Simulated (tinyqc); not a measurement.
Off-state leakage of single and stacked transistors: one step of the calculation.

n-channel devices of unit width. Subthreshold current I(Vg, Vs, Vd) = I0 (T/300 K)^0.5 exp[(Vg - Vs - VT(T) - gb (Vs - Vb) + dd (Vd - Vs))/(nf Vt)] (1 - exp(-(Vd - Vs)/Vt)), VT(T) = VT - cT (T - 300 K). Gate-edge tunnelling Ig (Vd/1 V) exp(ag (Vd - 1 V)), for a gate at 0 V, and band-to-band leakage Ab u exp(-Bb/u), u = Vd - Vb + 1 V, flow at a drain held at V; both are taken as independent of T. In a stack of off transistors (all gates at 0 V) the same subthreshold current passes through each.

Problem. New Vx. Stack of two, Vx the node between them: I_low = I(0, 0, Vx), I_up = I(0, Vx, V), f = ln(I_up/I_low), f' = -(1 + gb + 2 dd)/(nf Vt) - 1/(Vt (exp(Vx/Vt) - 1)) - 1/(Vt (exp((V - Vx)/Vt) - 1)), Vx(new) = Vx - f/f'.

Parameters, values chosen for the exercise; values of the order met in bulk silicon logic transistors:
```
symbol  value   unit                                             meaning
T         300      K                                         temperature
V         0.8      V                                      supply voltage
VT       0.36      V        threshold at 300 K, zero drain and body bias
cT        0.6   mV/K              fall of the threshold with temperature
I0       0.57  uA/um                       current at threshold at 300 K
nf       1.42                                               slope factor
dd       0.14                            drain-induced lowering per volt
gb       0.23         rise of the threshold per volt of source-body bias
Vb       -0.3      V                                        body voltage
```

Constants: q = 1.602176634e-19 C, kB = 1.380649e-23 J/K, Vt = kB T/q. Results are converted to the units shown.

Vx at the start = 0.074 V

Wanted: I_low; I_up; f; f'; Vx after iteration 1.

Solution.

I_low = 0.005993 nA/um
I_up = 0.006401 nA/um
f = 0.06591
f' = -43.48 1/V
Vx after iteration 1 = 0.07552 V

Numbers from tinyqc (`OMP_NUM_THREADS=1 python tinyqc.py 2242181 2242182 out.jsonl`; about 0.03 s on one thread of a shared Intel Xeon 2.30GHz).
